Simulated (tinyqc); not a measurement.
Coherent potential approximation for a binary alloy with a semi-elliptic band, step by step. Values are carried at full precision from step to step, so a last printed digit may differ when a step is redone from the rounded ones.

Site levels eA = -x d (share 1 - x) and eB = (1 - x) d (share x), so that their mean, the virtual crystal, is 0. Pure band: G0(z) = 2 (z - sqrt(z - W) sqrt(z + W))/W^2 with principal roots, density -Im G/pi per site. The medium has a self-energy S(z), G = G0(z - S), z = E + i eta. t_i = (e_i - S)/(1 - (e_i - S) G); the CPA demands <t> = (1 - x) tA + x tB = 0. Iteration: start at S = 0, set S(new) = S + <t>/(1 + <t> G), stop when |<t>| < 1e-9 eV.

Constants: hbar = 6.58211957e-16 eV s.

Parameters, chosen for this exercise:
- W = 2.1 eV (half width of the pure band)
- x = 0.29 (fraction of B)
- d = 1.61 eV (eB - eA)
- eta = 0.042 eV (broadening)
- E = -0.83 eV (energy)

## First step: the average t-matrix

With S = 0 form G, tA, tB, <t> and the new S.

eA, eB (eV): -0.4669  1.1431

G = -0.36822-0.85603i 1/eV

tA, tB (eV): -0.4573-0.2207i  0.5457-0.3758i

<t> = -0.1664-0.2657i eV
S after one step = -0.2691-0.2411i eV

## The self-consistent medium

Iterate.

Iterations:
```
i             S (eV)           G (1/eV)  |<t>| (eV)
0            0.00000  -0.36822-0.85603i       0.314
1  -0.26908-0.24109i  -0.21917-0.79900i      0.0420
2  -0.27538-0.20097i  -0.22159-0.81544i     0.00396
3  -0.27180-0.20268i  -0.22279-0.81433i    0.000390
4  -0.27213-0.20288i  -0.22264-0.81429i    3.84e-05
5  -0.27213-0.20285i  -0.22264-0.81431i    3.78e-06
6  -0.27213-0.20285i  -0.22264-0.81431i    3.72e-07
7  -0.27213-0.20285i  -0.22264-0.81431i    3.66e-08
8  -0.27213-0.20285i  -0.22264-0.81431i    3.60e-09
9  -0.27213-0.20285i  -0.22264-0.81431i    3.54e-10
```

S = -0.27213-0.20285i eV
G = -0.22264-0.81431i 1/eV

Converged at i = 9. The first step gave -0.2691-0.2411i eV.

## Densities on A and B, and the lifetime

G_i = G/(1 - (e_i - S) G); densities -Im G_i/pi; their weighted sum must be -Im G/pi. Lifetime hbar/(2 |Im S|), which has a meaning only while |Im S| is small against W. Weak-scattering value of S: x (1 - x) d^2 G.

densities (1/eV): on A 0.3335, on B 0.0773, weighted sum 0.2592, medium 0.2592

lifetime = 1.62 fs
weak-scattering S = -0.1188-0.4346i eV

An A site carries the larger density here, by a factor 4.31; the weak-scattering value is 82 % from S.

## Checks

- Weighted sum of the partial densities against the density of the medium: both 0.25920.

Run: tinyqc, `OMP_NUM_THREADS=1 python tinyqc.py 1452773 1452774 out.jsonl`; Intel(R) Xeon(R) Processor @ 2.30GHz, one thread, shared host; about 0.01 s of CPU time with all checks.
